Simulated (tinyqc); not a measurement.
Jacobi rotations on a symmetric matrix, step by step. One step of it, computed by the program tinyqc.

Problem. Jacobi rotation 1. Take the largest off-diagonal element A_pq; tan 2 theta = 2 A_pq / (A_qq - A_pp) with |theta| <= pi/4; A' = J^T A J with J_pp = J_qq = cos, J_pq = sin, J_qp = -sin.

A:
$$\begin{pmatrix}
0.373000 & -0.619000 & -0.457000 & 0.841000 \\
-0.619000 & 1.454000 & -0.038000 & -0.026000 \\
-0.457000 & -0.038000 & 1.943000 & -0.588000 \\
0.841000 & -0.026000 & -0.588000 & 2.357000
\end{pmatrix}$$

Give: p, q, theta; A'.

Solution.

p, q, theta (rad): [1.0000, 4.0000, 0.3516]

A':
$$\begin{pmatrix}
0.0645 & -0.5722 & -0.2265 & 0.0000 \\
-0.5722 & 1.4540 & -0.0380 & -0.2376 \\
-0.2265 & -0.0380 & 1.9430 & -0.7094 \\
0.0000 & -0.2376 & -0.7094 & 2.6655
\end{pmatrix}$$
